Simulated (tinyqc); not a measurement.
# Worked calculation: electron mobility in a silicon inversion layer, empirical terms and Matthiessen rule

Program tinyqc, `OMP_NUM_THREADS=1 python tinyqc.py 2510118 2510119 out.jsonl`; Intel Xeon 2.30GHz, shared host, one thread, about 0.01 s. Printed values are rounded.

Inversion layer of sheet density Ns on a uniformly doped body, under a high-permittivity gate with an interlayer. The mobility terms are empirical power laws with prefactors chosen for the exercise; adding their inverses (Matthiessen) is itself an approximation.

Values chosen for this exercise; material values close to those of silicon:
- T = 325 K (temperature)
- Eg = 1.13 eV (band gap)
- eps_r = 11.6 (relative permittivity of the semiconductor)
- Nc = 3.1e19 cm^-3 (conduction-band density of states at T)
- Nv = 2.94e19 cm^-3 (valence-band density of states at T)
- Nb = 5.5e17 cm^-3 (body doping)
- Vsb = 1 V (reverse body bias)
- eta = 0.5 (weight of the inversion charge in the effective field)
- Cox = 0.65 uF/cm^2 (gate capacitance)
- Ap = 474 cm^2/(V s) (phonon-limited mobility at 1 MV/cm and 300 K)
- As = 867 cm^2/(V s) (roughness-limited mobility at 1 MV/cm)
- gs = 2 (exponent of the roughness term)
- Ac = 2900 cm^2/(V s) (Coulomb prefactor)
- Nit = 2.6e11 cm^-2 (charge at the interface)
- Ar = 200 cm^2/(V s) (remote-phonon mobility without interlayer)
- ti = 1.2 nm (interlayer thickness)
- lr = 0.5 nm (decay length of remote phonons)
- Ns = 1.4e12 cm^-2 (inversion density)
- WL = 10 (ratio W/L)
- Vd = 0.01 V (drain voltage)
- I = 4.92 uA (measured linear current)

Constants: q = 1.602176634e-19 C, kB = 1.380649e-23 J/K, Vt = kB T/q, eps0 = 8.8541878128e-14 F/cm where lengths are in cm. Results are converted to the units shown.

## Depletion charge and effective field

ni = sqrt(Nc Nv) exp(-Eg/(2 Vt)), Eg in volts; Ndep = sqrt(2 eps0 eps_r Nb (2 Vt ln(Nb/ni) + Vsb)/q); E = q (Ndep + eta Ns)/(eps0 eps_r), in MV/cm.

ni = 5.22870e10 cm^-3
Ndep = 3.66578e12 cm^-2
E = 0.681029 MV/cm

The depletion charge gives 84.0 % of the field.

## Mobility terms and their sum

With t = T/(300 K): muC = Ac (Ns/1e12 cm^-2) t/(Nb/1e17 cm^-3 + Nit/1e11 cm^-2), muP = Ap E^(-1/3) t^(-1.75), muS = As E^(-gs), muR = Ar exp(2 ti/lr)/t; 1/mu is the sum of the inverses.

terms (cm^2/(V s)): Coulomb 543.004, phonon 468.335, roughness 1869.34, remote phonon 22432.7
mu = 219.474 cm^2/(V s)
shares of 1/mu (%): Coulomb 40.4184, phonon 46.8626, roughness 11.7407, remote phonon 0.978365

The phonon term limits most.

## Iteration 1: inversion density for the measured current

Ns at the start = 9.8e11 cm^-2

I = (W/L) q Ns mu Vd. E = q (Ndep + eta Ns)/(eps0 eps_r) in MV/cm. With t = T/(300 K): muC = Ac (Ns/1e12 cm^-2) t/(Nb/1e17 cm^-3 + Nit/1e11 cm^-2), muP = Ap E^(-1/3) t^(-1.75), muS = As E^(-gs), muR = Ar exp(2 ti/lr)/t; 1/mu is the sum of the inverses. Ns(new) = I/((W/L) q mu Vd).

E = 0.648270 MV/cm
mu = 190.093 cm^2/(V s)
Ns after iteration 1 = 1.61543e12 cm^-2

## Iteration 2: inversion density for the measured current

As before.

E = 0.697832 MV/cm
mu = 229.626 cm^2/(V s)
Ns after iteration 2 = 1.33731e12 cm^-2

## Course of the iteration: inversion density for the measured current

Stop when Ns changes by less than 1e5 cm^-2, or after 120 iterations.

Course of the iteration:
```
iteration  Ns (cm^-2)  |change| (cm^-2)
1          1.61543e12           6.35e11
2          1.33731e12           2.78e11
3          1.42176e12           8.44e10
4          1.39188e12           2.99e10
5          1.40197e12           1.01e10
6          1.39851e12            3.46e9
7          1.39969e12            1.18e9
8          1.39928e12            4.03e8
9          1.39942e12            1.38e8
10         1.39937e12            4.71e7
11         1.39939e12            1.61e7
12         1.39938e12            5.49e6
13         1.39939e12            1.88e6
14         1.39939e12            6.41e5
15         1.39939e12            2.19e5
16         1.39939e12            7.48e4
```

Converged in 16 iterations. At the end each change is about 0.34 times the one before, with alternating sign: linear convergence.

## Split C-V extraction

```
point  Vg (V)  Cgc (uF/cm^2)      I (uA)
0         0.1     3.14940e-4  3.23337e-8
1        0.15     0.00122882  4.92833e-7
2         0.2     0.00477504  7.47694e-6
3        0.25      0.0182671  1.11422e-4
4         0.3      0.0659831  0.00155403
5        0.35       0.199064   0.0175025
6         0.4       0.411454    0.121065
7        0.45       0.566014    0.445229
8         0.5       0.626219     1.01545
9        0.55       0.643743     1.75693
10        0.6       0.648387     2.60120
11       0.65       0.649586     3.50574
12        0.7       0.649894     4.44456
```

Q(Vg) is the trapezoid sum of Cgc from the first point (where Q is taken as 0); mu_eff = I/((W/L) Q Vd); mu_FE = (dI/dVg)/((W/L) Cox Vd) with a backward difference. Listed from point 4 on.

```
point  Q (uC/cm^2)  mu_eff (cm^2/(V s))  mu_FE (cm^2/(V s))
4       0.00287100              5.41287            0.443881
5       0.00949717              18.4292             4.90722
6        0.0247601              48.8952             31.8654
7        0.0491968              90.4995             99.7426
8        0.0790026              128.534             175.453
9         0.110752              158.637             228.148
10        0.143055              181.832             259.775
11        0.175504              199.753             278.321
12        0.207991              213.690             288.869
```

At the last point mu_FE is 35 % above mu_eff.
